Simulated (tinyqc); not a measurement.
# Line constants from open and short measurements

Problem. A uniform line of length len, under a quarter wavelength, has Z_open = Zc coth(gamma len) and Z_short = Zc tanh(gamma len); gamma Zc = r + i w l and gamma/Zc = g + i w c, w = 2 pi f. Find r, l and c.

Inputs (values chosen for the exercise): length len = 3.2 mm; frequency f = 4.2 GHz.

Zin with the far end open = 19.537454-90.953999i ohm
Zin with the far end shorted = 62.284641+9.005595i ohm

Solution. The product of the two impedances is Zc^2 and their ratio tanh^2(gamma len); the principal branch holds below a quarter wavelength.

r = 17.66 ohm/mm
l = 0.2466 nH/mm
c = 121.8 pF/m

tinyqc, about 0.01 s, one thread, Intel Xeon 2.30GHz (shared host): `OMP_NUM_THREADS=1 python tinyqc.py 2810140 2810141 out.jsonl`
